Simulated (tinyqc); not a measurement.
## Disorder from G

Problem. A flat band at zero energy with self-consistent Born disorder has G = 1/(z - D G), z = E + i eta. Find D and the half-width 2 sqrt(D) of the broadened level.

Values chosen for this exercise:
```
symbol   value  unit                      meaning
eta       0.55    eV              bare broadening
E       -1.461    eV  energy from the band centre
```

G = -0.27374863-0.48372354i 1/eV

Answer. D = (z - 1/G)/G, which comes out real.

D = 2.100 eV^2
half-width = 2.898 eV

tinyqc, about 0.01 s, one thread, Intel Xeon 2.30GHz (shared host): `OMP_NUM_THREADS=1 python tinyqc.py 2720045 2720046 out.jsonl`
